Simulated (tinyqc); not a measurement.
Worked calculation (part 3 of 3): ROHF in the 6-31g basis, for H4, spin multiplicity 3. Computed by tinyqc, a small Python program that keeps every step (integrals from PySCF). Command: `OMP_NUM_THREADS=1 python tinyqc.py 29731 29732 out.jsonl` (the two numbers bound the seeds that draw the settings). One thread of a shared host (Intel(R) Xeon(R) Processor @ 2.60GHz), about 0.05 s of CPU time with the checks.

Geometry (angstrom):
```
atom         x         y         z
H     0.000000  0.000000  0.000000
H     0.000000  0.000000  1.160000
H     0.000000  1.881000  0.000000
H     0.000000  1.881000  1.160000
```

## Iteration 2: diagonalisation and new density

effective F (hartree):
```
           1H 1s      1H 2s      2H 1s      2H 2s      3H 1s      3H 2s      4H 1s      4H 2s
1H 1s   0.098038  -0.389547  -0.273489  -0.315012  -0.078334  -0.171301  -0.002111  -0.108321
1H 2s  -0.389547  -0.288396  -0.315012  -0.313309  -0.171301  -0.223763  -0.108321  -0.203060
2H 1s  -0.273489  -0.315012   0.098038  -0.389547  -0.002111  -0.108321  -0.078334  -0.171301
2H 2s  -0.315012  -0.313309  -0.389547  -0.288396  -0.108321  -0.203060  -0.171301  -0.223763
3H 1s  -0.078334  -0.171301  -0.002111  -0.108321   0.098038  -0.389547  -0.273489  -0.315012
3H 2s  -0.171301  -0.223763  -0.108321  -0.203060  -0.389547  -0.288396  -0.315012  -0.313309
4H 1s  -0.002111  -0.108321  -0.078334  -0.171301  -0.273489  -0.315012   0.098038  -0.389547
4H 2s  -0.108321  -0.203060  -0.171301  -0.223763  -0.315012  -0.313309  -0.389547  -0.288396
```

X:
```
           1H 1s      1H 2s      2H 1s      2H 2s      3H 1s      3H 2s      4H 1s      4H 2s
1H 1s   1.262331  -0.525319   0.002530   0.019996   0.008482   0.048499   0.001079   0.007144
1H 2s  -0.525319   1.677143   0.019996  -0.592929   0.048499  -0.333038   0.007144   0.109040
2H 1s   0.002530   0.019996   1.262331  -0.525319   0.001079   0.007144   0.008482   0.048499
2H 2s   0.019996  -0.592929  -0.525319   1.677143   0.007144   0.109040   0.048499  -0.333038
3H 1s   0.008482   0.048499   0.001079   0.007144   1.262331  -0.525319   0.002530   0.019996
3H 2s   0.048499  -0.333038   0.007144   0.109040  -0.525319   1.677143   0.019996  -0.592929
4H 1s   0.001079   0.007144   0.008482   0.048499   0.002530   0.019996   1.262331  -0.525319
4H 2s   0.007144   0.109040   0.048499  -0.333038   0.019996  -0.592929  -0.525319   1.677143
```

Diagonalise F' = X^T F X, C = X C', fill 3 alpha and 1 beta electrons from the bottom; D(s) = C_occ C_occ^T. Each column has its largest component positive (the first on a tie).

F' = X^T F X (hartree):
```
           1          2          3          4          5          6          7          8
1   0.571012  -0.590121  -0.121930  -0.094757   0.006662  -0.049570   0.048694   0.001004
2  -0.590121   0.277983  -0.094757  -0.156445  -0.049570  -0.132475   0.001004  -0.040486
3  -0.121930  -0.094757   0.571012  -0.590121   0.048694   0.001004   0.006662  -0.049570
4  -0.094757  -0.156445  -0.590121   0.277983   0.001004  -0.040486  -0.049570  -0.132475
5   0.006662  -0.049570   0.048694   0.001004   0.571012  -0.590121  -0.121930  -0.094757
6  -0.049570  -0.132475   0.001004  -0.040486  -0.590121   0.277983  -0.094757  -0.156445
7   0.048694   0.001004   0.006662  -0.049570  -0.121930  -0.094757   0.571012  -0.590121
8   0.001004  -0.040486  -0.049570  -0.132475  -0.094757  -0.156445  -0.590121   0.277983
```

orbital energies (hartree): MO1 -0.557830, MO2 -0.294131, MO3 -0.070632, MO4 0.173847, MO5 0.982355, MO6 1.010846, MO7 1.063981, MO8 1.087545

coefficients C:
```
            MO1        MO2        MO3        MO4        MO5        MO6        MO7        MO8
1H 1s  0.177027   0.220321   0.181357   0.159109   0.651210   0.652114  -0.657309  -0.672945
1H 2s  0.226190   0.289697   0.576834   0.880491  -0.650078  -0.429400   0.752427   1.072250
2H 1s  0.177027   0.220321  -0.181357  -0.159109   0.651210   0.652114   0.657309   0.672945
2H 2s  0.226190   0.289697  -0.576834  -0.880491  -0.650078  -0.429400  -0.752427  -1.072250
3H 1s  0.177027  -0.220321   0.181357  -0.159109  -0.651210   0.652114  -0.657309   0.672945
3H 2s  0.226190  -0.289697   0.576834  -0.880491   0.650078  -0.429400   0.752427  -1.072250
4H 1s  0.177027  -0.220321  -0.181357   0.159109  -0.651210   0.652114   0.657309  -0.672945
4H 2s  0.226190  -0.289697  -0.576834   0.880491   0.650078  -0.429400  -0.752427   1.072250
```

D(alpha) after iteration 2:
```
           1H 1s      1H 2s      2H 1s      2H 2s      3H 1s      3H 2s      4H 1s      4H 2s
1H 1s   0.112770   0.208481   0.046989  -0.000745   0.015688   0.080828  -0.050093  -0.128398
1H 2s   0.208481   0.467824  -0.000745  -0.197652   0.080828   0.299976  -0.128398  -0.365500
2H 1s   0.046989  -0.000745   0.112770   0.208481  -0.050093  -0.128398   0.015688   0.080828
2H 2s  -0.000745  -0.197652   0.208481   0.467824  -0.128398  -0.365500   0.080828   0.299976
3H 1s   0.015688   0.080828  -0.050093  -0.128398   0.112770   0.208481   0.046989  -0.000745
3H 2s   0.080828   0.299976  -0.128398  -0.365500   0.208481   0.467824  -0.000745  -0.197652
4H 1s  -0.050093  -0.128398   0.015688   0.080828   0.046989  -0.000745   0.112770   0.208481
4H 2s  -0.128398  -0.365500   0.080828   0.299976  -0.000745  -0.197652   0.208481   0.467824
```

D(beta) after iteration 2:
```
          1H 1s     1H 2s     2H 1s     2H 2s     3H 1s     3H 2s     4H 1s     4H 2s
1H 1s  0.031338  0.040042  0.031338  0.040042  0.031338  0.040042  0.031338  0.040042
1H 2s  0.040042  0.051162  0.040042  0.051162  0.040042  0.051162  0.040042  0.051162
2H 1s  0.031338  0.040042  0.031338  0.040042  0.031338  0.040042  0.031338  0.040042
2H 2s  0.040042  0.051162  0.040042  0.051162  0.040042  0.051162  0.040042  0.051162
3H 1s  0.031338  0.040042  0.031338  0.040042  0.031338  0.040042  0.031338  0.040042
3H 2s  0.040042  0.051162  0.040042  0.051162  0.040042  0.051162  0.040042  0.051162
4H 1s  0.031338  0.040042  0.031338  0.040042  0.031338  0.040042  0.031338  0.040042
4H 2s  0.040042  0.051162  0.040042  0.051162  0.040042  0.051162  0.040042  0.051162
```

## Iteration 7 (converged): orbitals

converged F (hartree):
```
           1H 1s      1H 2s      2H 1s      2H 2s      3H 1s      3H 2s      4H 1s      4H 2s
1H 1s   0.097316  -0.390837  -0.276854  -0.316395  -0.079055  -0.171926  -0.004472  -0.108809
1H 2s  -0.390837  -0.288466  -0.316395  -0.312474  -0.171926  -0.222836  -0.108809  -0.201214
2H 1s  -0.276854  -0.316395   0.097316  -0.390837  -0.004472  -0.108809  -0.079055  -0.171926
2H 2s  -0.316395  -0.312474  -0.390837  -0.288466  -0.108809  -0.201214  -0.171926  -0.222836
3H 1s  -0.079055  -0.171926  -0.004472  -0.108809   0.097316  -0.390837  -0.276854  -0.316395
3H 2s  -0.171926  -0.222836  -0.108809  -0.201214  -0.390837  -0.288466  -0.316395  -0.312474
4H 1s  -0.004472  -0.108809  -0.079055  -0.171926  -0.276854  -0.316395   0.097316  -0.390837
4H 2s  -0.108809  -0.201214  -0.171926  -0.222836  -0.316395  -0.312474  -0.390837  -0.288466
```

As before.

F' = X^T F X (hartree):
```
           1          2          3          4          5          6          7          8
1   0.571289  -0.591149  -0.125509  -0.095253   0.006327  -0.050213   0.045745   0.000994
2  -0.591149   0.277340  -0.095253  -0.154483  -0.050213  -0.132247   0.000994  -0.037933
3  -0.125509  -0.095253   0.571289  -0.591149   0.045745   0.000994   0.006327  -0.050213
4  -0.095253  -0.154483  -0.591149   0.277340   0.000994  -0.037933  -0.050213  -0.132247
5   0.006327  -0.050213   0.045745   0.000994   0.571289  -0.591149  -0.125509  -0.095253
6  -0.050213  -0.132247   0.000994  -0.037933  -0.591149   0.277340  -0.095253  -0.154483
7   0.045745   0.000994   0.006327  -0.050213  -0.125509  -0.095253   0.571289  -0.591149
8   0.000994  -0.037933  -0.050213  -0.132247  -0.095253  -0.154483  -0.591149   0.277340
```

orbital energies (hartree): MO1 -0.559237, MO2 -0.295797, MO3 -0.072556, MO4 0.174250, MO5 0.982540, MO6 1.009765, MO7 1.067446, MO8 1.088103

coefficients C:
```
            MO1        MO2        MO3        MO4        MO5        MO6        MO7        MO8
1H 1s  0.179423   0.219989   0.178375   0.158547   0.651322   0.651459  -0.658124  -0.673078
1H 2s  0.224610   0.290028   0.580239   0.881386  -0.649930  -0.430228   0.749805   1.071514
2H 1s  0.179423   0.219989  -0.178375  -0.158547   0.651322   0.651459   0.658124   0.673078
2H 2s  0.224610   0.290028  -0.580239  -0.881386  -0.649930  -0.430228  -0.749805  -1.071514
3H 1s  0.179423  -0.219989   0.178375  -0.158547  -0.651322   0.651459  -0.658124   0.673078
3H 2s  0.224610  -0.290028   0.580239  -0.881386   0.649930  -0.430228   0.749805  -1.071514
4H 1s  0.179423  -0.219989  -0.178375   0.158547  -0.651322   0.651459   0.658124  -0.673078
4H 2s  0.224610  -0.290028  -0.580239   0.881386   0.649930  -0.430228  -0.749805   1.071514
```

D(alpha) after iteration 7:
```
           1H 1s      1H 2s      2H 1s      2H 2s      3H 1s      3H 2s      4H 1s      4H 2s
1H 1s   0.112405   0.207603   0.048770   0.000603   0.015615   0.079998  -0.048020  -0.127003
1H 2s   0.207603   0.471243   0.000603  -0.202112   0.079998   0.303011  -0.127003  -0.370344
2H 1s   0.048770   0.000603   0.112405   0.207603  -0.048020  -0.127003   0.015615   0.079998
2H 2s   0.000603  -0.202112   0.207603   0.471243  -0.127003  -0.370344   0.079998   0.303011
3H 1s   0.015615   0.079998  -0.048020  -0.127003   0.112405   0.207603   0.048770   0.000603
3H 2s   0.079998   0.303011  -0.127003  -0.370344   0.207603   0.471243   0.000603  -0.202112
4H 1s  -0.048020  -0.127003   0.015615   0.079998   0.048770   0.000603   0.112405   0.207603
4H 2s  -0.127003  -0.370344   0.079998   0.303011   0.000603  -0.202112   0.207603   0.471243
```

D(beta) after iteration 7:
```
          1H 1s     1H 2s     2H 1s     2H 2s     3H 1s     3H 2s     4H 1s     4H 2s
1H 1s  0.032192  0.040300  0.032192  0.040300  0.032192  0.040300  0.032192  0.040300
1H 2s  0.040300  0.050450  0.040300  0.050450  0.040300  0.050450  0.040300  0.050450
2H 1s  0.032192  0.040300  0.032192  0.040300  0.032192  0.040300  0.032192  0.040300
2H 2s  0.040300  0.050450  0.040300  0.050450  0.040300  0.050450  0.040300  0.050450
3H 1s  0.032192  0.040300  0.032192  0.040300  0.032192  0.040300  0.032192  0.040300
3H 2s  0.040300  0.050450  0.040300  0.050450  0.040300  0.050450  0.040300  0.050450
4H 1s  0.032192  0.040300  0.032192  0.040300  0.032192  0.040300  0.032192  0.040300
4H 2s  0.040300  0.050450  0.040300  0.050450  0.040300  0.050450  0.040300  0.050450
```

## Convergence

Stop when the energy changes by less than 1e-08 hartree and every element of the error matrix X^T (F D S - S D F) X is below 3e-05.

Course of the cycle:
```
iteration  E (hartree)     change  largest element of the error matrix
1          -1.79157170          -                             1.44e-01
2          -1.94617026  -1.55e-01                             2.10e-02
3          -1.94791518  -1.74e-03                             3.58e-03
4          -1.94796801  -5.28e-05                             6.23e-04
5          -1.94796964  -1.64e-06                             1.09e-04
6          -1.94796970  -5.12e-08                             1.92e-05
7          -1.94796970  -1.60e-09                             3.39e-06
```

PySCF ROHF in the same basis = -1.94796970 hartree

Converged in 7 iterations.

## Populations, bond orders and dipole

overlap S:
```
          1H 1s     1H 2s     2H 1s     2H 2s     3H 1s     3H 2s     4H 1s     4H 2s
1H 1s  1.000000  0.658292  0.164185  0.350133  0.011969  0.125481  0.002523  0.066939
1H 2s  0.658292  1.000000  0.350133  0.678760  0.125481  0.361002  0.066939  0.245033
2H 1s  0.164185  0.350133  1.000000  0.658292  0.002523  0.066939  0.011969  0.125481
2H 2s  0.350133  0.678760  0.658292  1.000000  0.066939  0.245033  0.125481  0.361002
3H 1s  0.011969  0.125481  0.002523  0.066939  1.000000  0.658292  0.164185  0.350133
3H 2s  0.125481  0.361002  0.066939  0.245033  0.658292  1.000000  0.350133  0.678760
4H 1s  0.002523  0.066939  0.011969  0.125481  0.164185  0.350133  1.000000  0.658292
4H 2s  0.066939  0.245033  0.125481  0.361002  0.350133  0.678760  0.658292  1.000000
```

Mulliken: Z minus the diagonal of D S on the atom; Loewdin: the same with S^(1/2) D S^(1/2); Mayer order: 2 sum_s sum (D(s) S)_ij (D(s) S)_ji over the two atoms.

Charges (e):
```
atom  Mulliken   Loewdin  Mulliken spin
1H           0         0       0.500000
2H    0.000000  0.000000       0.500000
3H           0         0       0.500000
4H           0         0       0.500000
```

Mayer bond orders:
```
pair     order
2-1   0.216019
3-1   0.270533
3-2   0.226933
4-1   0.226933
4-2   0.270533
4-3   0.216019
```

dipole moment about the origin, x y z (debye): 0.000000  0.000000  0.000000
